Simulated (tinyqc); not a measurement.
# Worked calculation: deep-level transient spectroscopy

Program tinyqc, `OMP_NUM_THREADS=1 python tinyqc.py 2050066 2050067 out.jsonl`; Intel Xeon 2.30GHz, shared host, one thread, about 0.01 s. Printed values are rounded.

Schottky contact on an n-type layer with shallow donors Nd (all ionised) and a donor-like deep trap, neutral when filled and positive when empty; depletion approximation. Traps within lam of the depletion edge stay filled. A long pulse to Vp fills the traps beyond x1 = Wp - lam; back at Vr those between x1 and x2 = Wr - lam emit. A rate window reads S = C(t2) - C(t1).

Values chosen for this exercise; material values close to those of indium phosphide:
- eps_r = 12.6 (relative permittivity)
- Nc = 5.61e17 cm^-3 (conduction-band density of states at 300 K)
- vth = 4.3e7 cm/s (thermal velocity at 300 K)
- Nd = 2.4e16 cm^-3 (shallow donor density)
- Vbi = 0.74 V (built-in voltage)
- Et = 0.2 eV (depth of the trap below the conduction edge)
- sn = 5.3e-17 cm^2 (capture cross-section)
- Nt = 1.6e14 cm^-3 (trap density)
- Vr = 9.5 V (reverse bias)
- Vp = 0 V (reverse bias during the filling pulse)
- t1 = 10 ms (first sampling time)
- t2 = 25 ms (second sampling time)
- T = 141 K (temperature of the transient)

Constants: q = 1.602176634e-19 C, kB = 1.380649e-23 J/K, eps0 = 8.8541878128e-14 F/cm where lengths are in cm. Results are converted to the units shown.

## Emission rate and rate window

Emission rate en = sn vth(T) Nc(T) exp(-Et/kB T) = sn g T^2 exp(-Et/kB T), g = vth Nc/(300 K)^2, as vth goes as T^0.5 and Nc as T^1.5 (degeneracy factor 1). For an exponential transient S peaks where en = ew = ln(t2/t1)/(t2 - t1).

g = 2.680333e20 cm^-2 s^-1 K^-2
en = 20.05771 1/s
1/en = 49.85614 ms
ew = 61.08605 1/s

## Widths

lam = sqrt(2 eps0 eps_r (EF - ET)/(q Nd)), EF - ET = Et - (kB T/q) ln(Nc(T)/Nd), Nc(T) = Nc (T/300 K)^1.5. In the steady state at the band bending V, 2 eps0 eps_r V/q = Nd W^2 + Nt (W - lam)^2 (the second term only if W > lam). V = Vbi + Vr gives Wr and V = Vbi + Vp gives Wp; x1 = max(Wp - lam, 0).

lam = 100.9046 nm
Wr = 768.9072 nm
Wp = 207.0378 nm
x1 = 106.1331 nm
x2 = 668.0025 nm
G = (x2^2 - x1^2)/Wr^2 = 0.7357066

The rule Nt = 2 Nd |dC|/C assumes G = 1 and would understate Nt by a factor of about 1/G = 1.36 here (the limit of small Nt/Nd).

## The transient

t, sample 0 to 6 (ms): 0  5  10  17.5  25  50  125

W(t)^2 = Wr^2 + (Nt/Nd)(x2^2 - x1^2) exp(-en t), C = eps0 eps_r/W; for small Nt, dC/C = -(Nt/2 Nd) G exp(-en t) with G = (x2^2 - x1^2)/Wr^2. S = C(t2) - C(t1).

```
sample  C (nF/cm^2)  C - C(final) (pF/cm^2)
0          14.47381               -35.45151
1          14.47718               -32.07981
2          14.48024               -29.02782
3          14.48428               -24.98413
4          14.48776               -21.50249
5          14.49623               -13.03454
6          14.50636                -2.89887
```

S = 7.525333 pF/cm^2

## Step 1: peak temperature

T at the start = 300 K

Fixed-point step for en(T) = ew: T(new) = (Et q/kB)/ln(sn g T^2/ew), g = vth Nc/(300 K)^2.

T after step 1 = 137.6845 K

## Course of the iteration for the peak temperature

Start from 300 K; stop when T changes by less than 1e-8 K.

Course of the iteration:
```
step     T (K)  change (K)
1     137.6845         162
2     151.7025        14.0
3     149.8037        1.90
4     150.0477       0.244
5     150.0161      0.0316
6     150.0202     4.08e-3
7     150.0197     5.27e-4
8     150.0198     6.82e-5
9     150.0198     8.82e-6
10    150.0198     1.14e-6
11    150.0198     1.47e-7
12    150.0198     1.90e-8
13    150.0198     2.46e-9
```

Converged in 13 steps; each multiplies the error by -2 kB T/Et = -0.13.
